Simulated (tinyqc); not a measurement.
Thinning the body: Gamma, L and X subbands of a thin body with non-parabolic valleys.

Hard walls, flat band, c = hbar^2/2m0, energies from the bulk Gamma edge. For a valley at angle theta to the normal 1/m_z = cos^2/ml + sin^2/mt and m_d = sqrt(ml mt^2/m_z). Subband n starts at E_v + e with e (1 + a e) = c (n pi/t)^2/m_z, and its density-of-states mass is taken as m_d (1 + 2 a e), without further growth at higher in-plane energy. Groups are named by valley and degeneracy.

n_i = g m/(2 pi c) kB T ln(1 + exp((EF - E_i)/kB T)), sum n_i = Ns (1e12/cm^2 = 1e-4/angstrom^2), c = hbar^2/2m0. Quantum capacitance Cq = 1602.176634 sum g m/(2 pi c) f_i in microfarad/cm^2 with f_i = 1/(1 + exp((E_i - EF)/kB T)); Cox = 34.5313/eot (one gate); C/Cox = Cq/(Cq + Cox), the centroid term left out.

Constants: hbar^2/2m0 = 3.80998211 eV angstrom^2; kB = 8.617333262e-05 eV/K.

Parameters, chosen for this exercise (near those of a thin Ge channel; not measured data):
```
symbol  value                          unit         meaning
face    111                                         surface
mG      0.0382                         m0           Gamma mass
aG      1.02                           1/eV         Gamma non-parabolicity
EL      -0.168                         eV           L edge above Gamma
mL      (1.554, 0.081)                 m0           L valleys (four, along <111>): ml, mt
EX      0.029                          eV           X edge above Gamma
mX      (0.882, 0.186)                 m0           Delta valleys (six, along <100>): ml, mt
aS      0.63                           1/eV         non-parabolicity of L and X
Ns      11                             x 1e12/cm^2  sheet density
T       300                            K            temperature
eot     9                              angstrom     equivalent oxide thickness
ts      (18, 24, 30, 40, 55, 75, 110)  angstrom     thicknesses
```

Lowest edge of each valley type, the lowest group, the Gamma share and C/Cox, with n = 1 to 8 of all groups.

Results:
```
t (angstrom)  Gamma (eV)  L (eV)  X (eV)  lowest  Gamma share (%)  C/Cox
18                 1.304  -0.097   0.401      L1              0.0  0.760
24                 0.894  -0.127   0.255      L1              0.0  0.767
30                 0.655  -0.142   0.180      L1              0.0  0.800
40                 0.428  -0.153   0.117      L1              0.0  0.856
55                 0.258  -0.160   0.077      L1              0.0  0.906
75                 0.152  -0.164   0.055      L1              0.0  0.922
110                0.076  -0.166   0.041      L1              0.0  0.928
```

From 110 down to 18 angstrom Gamma rises by 1.23 eV, L by 0.07 and X by 0.36 eV, the light Gamma mass moving most. L1 stays lowest throughout. The Gamma share stays near 0 %. C/Cox is 0.93 and 0.76 at the ends and lies between 0.76 and 0.93. Hard walls overstate the rise in the thinnest rows.

Run: tinyqc, `OMP_NUM_THREADS=1 python tinyqc.py 1281091 1281092 out.jsonl`; Intel(R) Xeon(R) Processor @ 2.30GHz, one thread, shared host; about 0.05 s of CPU time with all checks.
